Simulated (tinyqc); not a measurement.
Undoped symmetric double-gate MOSFET, analytic potential model: one step of the calculation.

An undoped body of thickness ts between two equal insulators and tied gates; long channel, electrons only, n = ni exp((psi - V)/Vt) with V the quasi-Fermi potential (0 at the source, Vd at the drain), constant mobility, no quantisation. Across the body psi(x) = V - 2 Vt ln[(ts/(2 beta)) sqrt(q ni/(2 eps0 eps_r Vt)) cos(2 beta x/ts)], x from the centre. Q is the electron charge per area of the whole body.

Task. beta at the source by Newton steps. With V = 0: f = ln(beta) - ln(cos beta) + 2 r beta tan(beta) - (Vg - V0)/(2 Vt); f' = 1/beta + tan(beta) + 2 r [tan(beta) + beta/cos^2(beta)]; beta(new) = beta - f/f'.

Values chosen for this exercise:
- T = 400 K (temperature)
- Vg = 1.14 V (gate voltage)

Constants: q = 1.602176634e-19 C, kB = 1.380649e-23 J/K, Vt = kB T/q. Results are converted to the units shown.

beta at the start = 0.8
r = 0.14134454
V0 = 0.51582149 V

Give: f; f'; beta after iteration 1.

Result.

f = -8.683
f' = 3.037
beta after iteration 1 = 3.659

Numbers from tinyqc (`OMP_NUM_THREADS=1 python tinyqc.py 2440052 2440053 out.jsonl`; about 0.01 s on one thread of a shared Intel Xeon 2.30GHz).
